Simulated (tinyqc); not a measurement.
## Trap and transport parameters from the curve

Problem. A layer shows an ohmic current q n0 mu V/L, then a square law (9/8) th eps0 eps_r mu V^2/L^3 above Vx = 8 q n0 L^2/(9 th eps0 eps_r), and trap filling at V_TFL = q Nt L^2/(2 eps0 eps_r). th = y/(1 + y), y = (Nc/Nt) exp(-Et/kB T). The square-law current at V is given. Find th, n0, Nt and Et.

Parameters, values chosen for the exercise: temperature T = 350 K; relative permittivity eps_r = 24.6; mobility mu = 0.00064 cm^2/(V s); thickness L = 2700 nm; band density of states Nc = 6.8e19 cm^-3; voltage V = 3.1 V.

Constants: q = 1.602176634e-19 C, kB = 1.380649e-23 J/K, Vt = kB T/q, eps0 = 8.8541878128e-14 F/cm where lengths are in cm. Results are converted to the units shown.

Mott-Gurney J = 4.9683553e-4 A/cm^2
Vx = 0.24975619 V
V_TFL = 67.029210 V

Answer. The square law gives th, Vx gives n0, V_TFL gives Nt, and th with Nt gives Et.

th = 0.649
n0 = 3.40e13 cm^-3
Nt = 2.50e16 cm^-3
Et = 0.220 eV

tinyqc, about 0.01 s, one thread, Intel Xeon 2.30GHz (shared host): `OMP_NUM_THREADS=1 python tinyqc.py 2370115 2370116 out.jsonl`
